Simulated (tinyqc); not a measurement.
Range and order of the fit: effective mass of the conduction band from tabulated energies.

c = hbar^2/2m0.
Constants: hbar^2/2m0 = 3.80998211 eV angstrom^2.

Energies along [100], from the band edge:

| k (1/angstrom) | E (meV) |
|---|---|
| 0.000000 | 0.00000 |
| 0.004000 | 1.59290 |
| 0.008000 | 6.33700 |
| 0.012000 | 14.13250 |
| 0.016000 | 24.82440 |
| 0.020000 | 38.21670 |
| 0.024000 | 54.08850 |
| 0.028000 | 72.20850 |
| 0.032000 | 92.34660 |

reference mass (curvature of the model at k = 0.0001 1/angstrom) = 0.038200 m0

Least-squares fits of E = a k^2 (+ b k^4 + d k^6) over points 1 to n, and the line y = c k^2/E against E; errors of m against the reference.

Results:

| n | E at point n (meV) | one term (%) | two terms (%) | three terms (%) | line (%) | rms residual, one term (meV) |
|---|---|---|---|---|---|---|
| 3 | 14.1 | 1.46 | 0.02 | 0.00 | 0.00 | 0.032 |
| 4 | 24.8 | 2.47 | 0.07 | 0.00 | 0.00 | 0.094 |
| 5 | 38.2 | 3.69 | 0.16 | 0.01 | 0.00 | 0.211 |
| 6 | 54.1 | 5.11 | 0.30 | 0.02 | 0.00 | 0.402 |
| 7 | 72.2 | 6.72 | 0.51 | 0.04 | 0.00 | 0.685 |
| 8 | 92.3 | 8.49 | 0.80 | 0.08 | 0.00 | 1.077 |

The error of the parabola goes from +1.46 to +8.49 % as the range widens, and at n = 8 its residual, 1.08 meV, is only 1.2 % of the top energy: a small residual does not vouch for the mass. Over the full range (n = 8) the best form is the line (0.00 %); the line errs by 0.00 % at n = 3 and 0.00 % at n = 8. Without scatter, a narrower range or a second term is the cure: at n = 8 the errors are +8.49, +0.80 and +0.08 % for one, two and three terms. Three terms on three points interpolate exactly.

Computed by tinyqc, a small Python program: `OMP_NUM_THREADS=1 python tinyqc.py 1880114 1880115 out.jsonl` (the numbers bound the seed that draws the inputs); one thread of a shared host (Intel(R) Xeon(R) Processor @ 2.30GHz), about 0.01 s for the whole set of steps.
